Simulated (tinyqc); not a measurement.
# Three-phonon processes in a diatomic chain: dispersion, energy and momentum conservation, and decay channels of optical phonons, step by step

A worked calculation. Computed by tinyqc, a small Python program that keeps every step. Command: `OMP_NUM_THREADS=1 python tinyqc.py 3121476 3121477 out.jsonl threeph walk`. One thread of a shared host (Intel(R) Xeon(R) Processor @ 2.30GHz), about 0.04 s of CPU time with the checks. Intermediate numbers are printed to about 7 digits and carried at full precision; extremes and crossings named in words are read from the listed rows.

Cell length a, two atoms, one spring constant. x = q a/pi runs from -1 to 1; A and O are the acoustic and optical branches. Matrix elements are not computed: only conservation laws and occupation factors are followed.

Inputs (values chosen for the exercise, for a model chain):

| quantity | value | unit |
|---|---|---|
| light mass m | 10.8 | u |
| heavy mass M | 39 | u |
| spring constant k | 8.4 | eV/angstrom^2 |
| temperature T | 50 | K |
| wave number of the decaying phonon q a/pi | 0.2 | - |

Constants: nu for 1 eV/(angstrom^2 u) = 15.6333042 THz; h x 1 THz = 4.135667696 meV; k_B = 8.617333262e-05 eV/K.

## Band edges

omega^2 = k (1/m + 1/M) -/+ k sqrt((1/m + 1/M)^2 - 4 sin^2(pi x/2)/(m M)); nu = 15.6333042 THz x sqrt(omega^2) for eV/(angstrom^2 u). Acoustic top sqrt(2 k/M), optical bottom sqrt(2 k/m), optical top sqrt(2 k (1/m + 1/M)).

acoustic top = 10.26061 THz

optical bottom = 19.49816 THz

optical top = 22.03312 THz

optical top over twice the acoustic top = 1.073675

optical bottom over twice the acoustic top = 0.9501462

optical width over acoustic top = 0.2470574

The zone-centre optical phonon lies above twice the acoustic top (M/m > 3), so its decay into two acoustic phonons is forbidden.

## Dispersion

The formulas are those given above.

Branches:

| x | nu_A (THz) | nu_O (THz) |
|---|---|---|
| 0.10 | 1.42341 | 21.98709 |
| 0.20 | 2.82933 | 21.85070 |
| 0.35 | 4.86437 | 21.48944 |
| 0.50 | 6.74433 | 20.97551 |
| 0.65 | 8.36938 | 20.38165 |
| 0.80 | 9.59252 | 19.83536 |
| 0.90 | 10.08772 | 19.58816 |
| 1.00 | 10.26061 | 19.49816 |

## All channels at the given wave number

Processes for O(x): decay O -> A + A and O -> O + A with x = x' + x'' (mod 2), and absorption O + A -> O with x + x' = x'' (mod 2). Roots of the energy mismatch in x' are bracketed on 4001 points from -1 to 1 and refined. A process is umklapp (U) if the sum of wave numbers leaves (-1, 1]. Weight = occupation factor/|d mismatch/dx'|, the factor being 1 + n' + n'' for decay and n' - n'' for absorption. Pairs that differ only by exchanging two acoustic products count once, and the trivial root x' = 0 is left out.

nu_O(x) = 21.85070 THz

Channels:

| process | x' | x'' | nu' (THz) | nu'' (THz) | type | weight (1/THz) |
|---|---|---|---|---|---|---|
| none | - | - | - | - | - | - |

No three-phonon channel is open for this phonon in the chain; four-phonon processes, or other branches in three dimensions, would set its lifetime.

## Phase space against the mass ratio

Total weight summed over channels and averaged over x = 0.05, 0.15, ..., 0.95, with m and k fixed; share of those x with an open channel.

Optical phonons:

| M/m | weight, A + A (1/THz) | weight, with O (1/THz) | share open |
|---|---|---|---|
| 1.1 | 0.0354256 | 0 | 1.0 |
| 1.5 | 0.1136840 | 0 | 1.0 |
| 2.0 | 0.0726832 | 0 | 0.8 |
| 2.5 | 0.0438618 | 0 | 0.5 |
| 2.9 | 0.0342101 | 0 | 0.2 |
| 3.3 | 0.0000000 | 0 | 0.0 |
| 3.7 | 0.0000000 | 0 | 0.0 |
| 4.2 | 0.0000000 | 0 | 0.0 |
| 6.0 | 0.0000000 | 0 | 0.0 |

The A + A channel closes between M/m = 2.9 and 3.3 on this grid: energy conservation alone would allow it up to M/m = 4, where the optical bottom passes twice the acoustic top, but momentum must be conserved too. No channel with a second optical phonon opens at any ratio. A large gap that shuts such channels is one reason why crystals with very unequal masses can conduct heat well.

Checks made by the program: band edges against the dispersion (relative difference below 1e-10).
